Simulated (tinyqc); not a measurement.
Stretching all distances: RHF, UHF, MP2, CISD and CCSD against full CI in the 3-21g basis, for H3+, spin multiplicity 1. Computed by the program tinyqc with PySCF. 

Geometry (angstrom):

| atom | x | y | z |
|---|---|---|---|
| H | 0.0000 | 0.0000 | 0.0000 |
| H | 0.0000 | 0.0000 | 0.8340 |
| H | 0.0000 | 0.7220 | 0.4170 |

All coordinates are multiplied by the scale. c0^2 is the weight of the RHF determinant in the lowest singlet FCI state (UHF is spin-contaminated and may lie near states of higher spin) and n(LUMO) the first natural occupation beyond the occupied space.

Full CI energy (hartree) and errors against it (kcal/mol):

| scale | distance 1-2 (angstrom) | E(FCI) | RHF | UHF | MP2 | CISD | CCSD | <S^2> UHF | c0^2 | n(LUMO) |
|---|---|---|---|---|---|---|---|---|---|---|
| 0.910 | 0.759 | -1.28875 | 17.599 | 17.599 | 4.367 | 0.000 | 0.000 | 0.000 | 0.988 | 0.011 |
| 1.140 | 0.951 | -1.29326 | 19.858 | 19.858 | 5.295 | 0.000 | 0.000 | 0.000 | 0.982 | 0.017 |
| 1.380 | 1.151 | -1.25804 | 22.096 | 22.096 | 6.394 | 0.000 | 0.000 | 0.000 | 0.973 | 0.027 |
| 1.610 | 1.343 | -1.21996 | 24.531 | 24.531 | 7.616 | 0.000 | 0.000 | 0.000 | 0.961 | 0.038 |
| 1.840 | 1.535 | -1.18336 | 27.644 | 27.644 | 9.045 | 0.000 | 0.000 | 0.000 | 0.947 | 0.052 |
| 2.070 | 1.726 | -1.14898 | 31.635 | 30.485 | 10.696 | 0.000 | 0.000 | 0.223 | 0.928 | 0.071 |
| 2.310 | 1.927 | -1.11652 | 36.800 | 29.234 | 12.588 | 0.000 | 0.000 | 0.511 | 0.904 | 0.095 |
| 2.540 | 2.118 | -1.08948 | 42.655 | 25.849 | 14.391 | 0.000 | 0.000 | 0.692 | 0.877 | 0.121 |

UHF parts from RHF first at scale 2.07 of those listed, where <S^2> leaves zero. The weight c0^2 goes from 0.99 to 0.88 and n(LUMO) from 0.01 to 0.12: static correlation grows as the bonds break into open-shell fragments. The spread of the error along the curve, which distorts its shape, is CISD 0.0, CCSD 0.0, MP2 10.0, UHF 12.9, RHF 25.1 kcal/mol. With two electrons CISD and CCSD are exact.
